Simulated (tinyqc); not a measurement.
Inside a calculation. Method: RKS/B3LYP (VWN-RPA form) in the sto-6g basis, for BeH2, spin multiplicity 1. One step of it, computed by the program tinyqc.

Task: Iteration 1: building the Kohn-Sham matrix. J_ij = sum D_kl (ij|kl), K_ij = sum D_kl (ik|jl); F = H + J - 0.1 K + V_xc; E = tr D H + tr D J / 2 - 0.05 tr D K + E_xc + E_nn.

D at the start:
```
,1Be 1s,1Be 2s,1Be 2px,1Be 2py,1Be 2pz,2H 1s,3H 1s
1Be 1s,2.134112,-0.511637,0.000000,0.000000,-0.058112,-0.011946,-0.011946
1Be 2s,-0.511637,1.885506,0.000000,0.000000,0.244922,0.120607,0.120607
1Be 2px,0.000000,0.000000,0.000000,0.000000,0.000000,0.000000,0.000000
1Be 2py,0.000000,0.000000,0.000000,2.096605,0.000000,-0.052159,0.052159
1Be 2pz,-0.058112,0.244922,0.000000,0.000000,0.031850,0.015753,0.015753
2H 1s,-0.011946,0.120607,0.000000,-0.052159,0.015753,0.009229,0.006633
3H 1s,-0.011946,0.120607,0.000000,0.052159,0.015753,0.006633,0.009229
```

core Hamiltonian H = T + V (hartree):
```
,1Be 1s,1Be 2s,1Be 2px,1Be 2py,1Be 2pz,2H 1s,3H 1s
1Be 1s,-8.653049,-2.038234,0.000000,0.000000,-0.002922,-0.411029,-0.411029
1Be 2s,-2.038234,-2.757463,0.000000,0.000000,-0.025002,-1.064446,-1.064446
1Be 2px,0.000000,0.000000,-2.250475,0.000000,0.000000,0.000000,0.000000
1Be 2py,0.000000,0.000000,0.000000,-2.445909,0.000000,-1.152286,1.152286
1Be 2pz,-0.002922,-0.025002,0.000000,0.000000,-2.252300,-0.113718,-0.113718
2H 1s,-0.411029,-1.064446,0.000000,-1.152286,-0.113718,-2.056911,-0.076236
3H 1s,-0.411029,-1.064446,0.000000,1.152286,-0.113718,-0.076236,-2.056911
```

Two-electron integrals (ij|kl) in chemists' order, unique and non-zero (hartree):
```
i,j,k,l,(ij|kl)
1,1,1,1,2.299996
2,1,1,1,0.361879
2,1,2,1,0.071926
2,2,1,1,0.570332
2,2,2,1,0.139654
2,2,2,2,0.417773
3,1,3,1,0.015252
3,2,3,1,0.022555
3,2,3,2,0.092340
3,3,1,1,0.570332
3,3,2,1,0.139654
3,3,2,2,0.417773
3,3,3,3,0.450117
4,1,4,1,0.015252
4,2,4,1,0.022555
4,2,4,2,0.092340
4,3,4,3,0.024258
4,4,1,1,0.570332
4,4,2,1,0.139654
4,4,2,2,0.417773
4,4,3,3,0.401601
4,4,4,4,0.450117
5,1,5,1,0.015252
5,2,5,1,0.022555
5,2,5,2,0.092340
5,3,5,3,0.024258
5,4,5,4,0.024258
5,5,1,1,0.570332
5,5,2,1,0.139654
5,5,2,2,0.417773
5,5,3,3,0.401601
5,5,4,4,0.401601
5,5,5,5,0.450117
6,1,1,1,0.074097
6,1,2,1,0.014309
6,1,2,2,0.027698
6,1,3,3,0.027469
6,1,4,1,0.001411
6,1,4,2,0.002746
6,1,4,4,0.028149
6,1,5,1,0.000136
6,1,5,2,0.000265
6,1,5,4,0.000066
6,1,5,5,0.027476
6,1,6,1,0.003011
6,2,1,1,0.184030
6,2,2,1,0.045813
6,2,2,2,0.149905
6,2,3,3,0.144184
6,2,4,1,0.006350
6,2,4,2,0.037871
6,2,4,4,0.161189
6,2,5,1,0.000614
6,2,5,2,0.003660
6,2,5,4,0.001643
6,2,5,5,0.144343
6,2,6,1,0.010096
6,2,6,2,0.081210
6,3,3,1,0.004336
6,3,3,2,0.019932
6,3,4,3,0.006505
6,3,5,3,0.000629
6,3,6,3,0.007281
6,4,1,1,0.199115
6,4,2,1,0.050181
6,4,2,2,0.171497
6,4,3,3,0.161427
6,4,4,1,0.010237
6,4,4,2,0.058871
6,4,4,4,0.191478
6,4,5,1,0.000570
6,4,5,2,0.003763
6,4,5,4,0.002276
6,4,5,5,0.161586
6,4,6,1,0.011587
6,4,6,2,0.105568
6,4,6,4,0.141489
6,5,1,1,0.019243
6,5,2,1,0.004850
6,5,2,2,0.016574
6,5,3,3,0.015601
6,5,4,1,0.000570
6,5,4,2,0.003763
6,5,4,4,0.017248
6,5,5,1,0.004391
6,5,5,2,0.020296
6,5,5,4,0.006665
6,5,5,5,0.016874
6,5,6,1,0.001120
6,5,6,2,0.010203
6,5,6,4,0.012970
6,5,6,5,0.008535
6,6,1,1,0.351788
6,6,2,1,0.089329
6,6,2,2,0.326735
6,6,3,3,0.303281
6,6,4,1,0.014314
6,6,4,2,0.110460
6,6,4,4,0.372993
6,6,5,1,0.001383
6,6,5,2,0.010675
6,6,5,4,0.006737
6,6,5,5,0.303933
6,6,6,1,0.020331
6,6,6,2,0.226608
6,6,6,4,0.312293
6,6,6,5,0.030181
6,6,6,6,0.774999
7,1,1,1,0.074097
7,1,2,1,0.014309
7,1,2,2,0.027698
7,1,3,3,0.027469
7,1,4,1,-0.001411
7,1,4,2,-0.002746
7,1,4,4,0.028149
7,1,5,1,0.000136
7,1,5,2,0.000265
7,1,5,4,-0.000066
7,1,5,5,0.027476
7,1,6,1,0.002727
7,1,6,2,0.008360
7,1,6,4,0.008814
7,1,6,5,0.000934
7,1,6,6,0.016106
7,1,7,1,0.003011
7,2,1,1,0.184030
7,2,2,1,0.045813
7,2,2,2,0.149905
7,2,3,3,0.144184
7,2,4,1,-0.006350
7,2,4,2,-0.037871
7,2,4,4,0.161189
7,2,5,1,0.000614
7,2,5,2,0.003660
7,2,5,4,-0.001643
7,2,5,5,0.144343
7,2,6,1,0.008360
7,2,6,2,0.041690
7,2,6,4,0.043581
7,2,6,5,0.005158
7,2,6,6,0.085550
7,2,7,1,0.010096
7,2,7,2,0.081210
7,3,3,1,0.004336
7,3,3,2,0.019932
7,3,4,3,-0.006505
7,3,5,3,0.000629
7,3,6,3,0.002926
7,3,7,3,0.007281
7,4,1,1,-0.199115
7,4,2,1,-0.050181
7,4,2,2,-0.171497
7,4,3,3,-0.161427
7,4,4,1,0.010237
7,4,4,2,0.058871
7,4,4,4,-0.191478
7,4,5,1,-0.000570
7,4,5,2,-0.003763
7,4,5,4,0.002276
7,4,5,5,-0.161586
7,4,6,1,-0.008814
7,4,6,2,-0.043581
7,4,6,4,-0.043949
7,4,6,5,-0.005315
7,4,6,6,-0.088359
7,4,7,1,-0.011587
7,4,7,2,-0.105568
7,4,7,4,0.141489
7,5,1,1,0.019243
7,5,2,1,0.004850
7,5,2,2,0.016574
7,5,3,3,0.015601
7,5,4,1,-0.000570
7,5,4,2,-0.003763
7,5,4,4,0.017248
7,5,5,1,0.004391
7,5,5,2,0.020296
7,5,5,4,-0.006665
7,5,5,5,0.016874
7,5,6,1,0.000934
7,5,6,2,0.005158
7,5,6,4,0.005315
7,5,6,5,0.003552
7,5,6,6,0.010803
7,5,7,1,0.001120
7,5,7,2,0.010203
7,5,7,4,-0.012970
7,5,7,5,0.008535
7,6,1,1,0.012753
7,6,2,1,0.003093
7,6,2,2,0.009297
7,6,3,3,0.009108
7,6,4,4,0.009651
7,6,5,1,0.000079
7,6,5,2,0.000390
7,6,5,5,0.009133
7,6,6,1,0.000619
7,6,6,2,0.003539
7,6,6,4,0.004158
7,6,6,5,0.000481
7,6,6,6,0.008241
7,6,7,1,0.000619
7,6,7,2,0.003539
7,6,7,4,-0.004158
7,6,7,5,0.000481
7,6,7,6,0.000214
7,7,1,1,0.351788
7,7,2,1,0.089329
7,7,2,2,0.326735
7,7,3,3,0.303281
7,7,4,1,-0.014314
7,7,4,2,-0.110460
7,7,4,4,0.372993
7,7,5,1,0.001383
7,7,5,2,0.010675
7,7,5,4,-0.006737
7,7,5,5,0.303933
7,7,6,1,0.016106
7,7,6,2,0.085550
7,7,6,4,0.088359
7,7,6,5,0.010803
7,7,6,6,0.177560
7,7,7,1,0.020331
7,7,7,2,0.226608
7,7,7,4,-0.312293
7,7,7,5,0.030181
7,7,7,6,0.008241
7,7,7,7,0.774999
```

nuclear repulsion = 3.00561973 hartree

V_xc (hartree):
```
,1Be 1s,1Be 2s,1Be 2px,1Be 2py,1Be 2pz,2H 1s,3H 1s
1Be 1s,-1.225939,-0.164686,0.000000,0.000000,-0.001888,-0.035544,-0.035544
1Be 2s,-0.164686,-0.293131,0.000000,0.000000,-0.013427,-0.111119,-0.111119
1Be 2px,0.000000,0.000000,-0.271884,0.000000,0.000000,0.000000,0.000000
1Be 2py,0.000000,0.000000,0.000000,-0.335467,0.000000,-0.130357,0.130357
1Be 2pz,-0.001888,-0.013427,0.000000,0.000000,-0.271964,-0.014362,-0.014362
2H 1s,-0.035544,-0.111119,0.000000,-0.130357,-0.014362,-0.242065,-0.007059
3H 1s,-0.035544,-0.111119,0.000000,0.130357,-0.014362,-0.007059,-0.242065
```

E_xc = sum of w rho eps_xc = -2.93388328 hartree

Give: Coulomb J; exchange K; Kohn-Sham matrix F; total energy of this density.

Result:

Coulomb J (hartree):
```
,1Be 1s,1Be 2s,1Be 2px,1Be 2py,1Be 2pz,2H 1s,3H 1s
1Be 1s,6.8790,1.2722,0.0000,0.0000,0.0097,0.2583,0.2583
1Be 2s,1.2722,2.7936,0.0000,0.0000,0.0451,0.9898,0.9898
1Be 2px,0.0000,0.0000,2.7580,0.0000,0.0000,0.0000,0.0000
1Be 2py,0.0000,0.0000,0.0000,2.8630,0.0000,1.1258,-1.1258
1Be 2pz,0.0097,0.0451,0.0000,0.0000,2.7597,0.1160,0.1160
2H 1s,0.2583,0.9898,0.0000,1.1258,0.1160,2.1150,0.0633
3H 1s,0.2583,0.9898,0.0000,-1.1258,0.1160,0.0633,2.1150
```

exchange K (hartree):
```
,1Be 1s,1Be 2s,1Be 2px,1Be 2py,1Be 2pz,2H 1s,3H 1s
1Be 1s,4.7094,0.7674,0.0000,0.0000,0.0074,0.1733,0.1733
1Be 2s,0.7674,1.0594,0.0000,0.0000,0.1251,0.4525,0.4525
1Be 2px,0.0000,0.0000,0.2435,0.0000,0.0000,0.0000,0.0000
1Be 2py,0.0000,0.0000,0.0000,1.1182,0.0000,0.4672,-0.4672
1Be 2pz,0.0074,0.1251,0.0000,0.0000,0.2582,0.0584,0.0584
2H 1s,0.1733,0.4525,0.0000,0.4672,0.0584,0.4821,0.0178
3H 1s,0.1733,0.4525,0.0000,-0.4672,0.0584,0.0178,0.4821
```

Kohn-Sham matrix F (hartree):
```
,1Be 1s,1Be 2s,1Be 2px,1Be 2py,1Be 2pz,2H 1s,3H 1s
1Be 1s,-3.4709,-1.0075,0.0000,0.0000,0.0042,-0.2056,-0.2056
1Be 2s,-1.0075,-0.3629,0.0000,0.0000,-0.0059,-0.2310,-0.2310
1Be 2px,0.0000,0.0000,0.2113,0.0000,0.0000,0.0000,0.0000
1Be 2py,0.0000,0.0000,0.0000,-0.0302,0.0000,-0.2036,0.2036
1Be 2pz,0.0042,-0.0059,0.0000,0.0000,0.2096,-0.0179,-0.0179
2H 1s,-0.2056,-0.2310,0.0000,-0.2036,-0.0179,-0.2322,-0.0218
3H 1s,-0.2056,-0.2310,0.0000,0.2036,-0.0179,-0.0218,-0.2322
```

total energy of this density = -15.192255 hartree
